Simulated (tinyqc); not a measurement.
## Trap and transport parameters from the curve

Question. A layer shows an ohmic current q n0 mu V/L, then a square law (9/8) th eps0 eps_r mu V^2/L^3 above Vx = 8 q n0 L^2/(9 th eps0 eps_r), and trap filling at V_TFL = q Nt L^2/(2 eps0 eps_r). th = y/(1 + y), y = (Nc/Nt) exp(-Et/kB T). The square-law current at V is given. Find th, n0, Nt and Et.

Values chosen for this exercise: temperature T = 250 K; relative permittivity eps_r = 11.4; mobility mu = 1.1 cm^2/(V s); thickness L = 530 nm; band density of states Nc = 9.9e20 cm^-3; voltage V = 6.5 V.

Constants: q = 1.602176634e-19 C, kB = 1.380649e-23 J/K, Vt = kB T/q, eps0 = 8.8541878128e-14 F/cm where lengths are in cm. Results are converted to the units shown.

Mott-Gurney J = 2.1746020e-4 A/cm^2
Vx = 0.43286148 V
V_TFL = 75.797952 V

Answer. The square law gives th, Vx gives n0, V_TFL gives Nt, and th with Nt gives Et.

th = 6.135e-7
n0 = 6.700e8 cm^-3
Nt = 3.400e17 cm^-3
Et = 0.4800 eV

Program tinyqc, `OMP_NUM_THREADS=1 python tinyqc.py 2370063 2370064 out.jsonl`; Intel Xeon 2.30GHz, shared host, one thread, about 0.01 s.
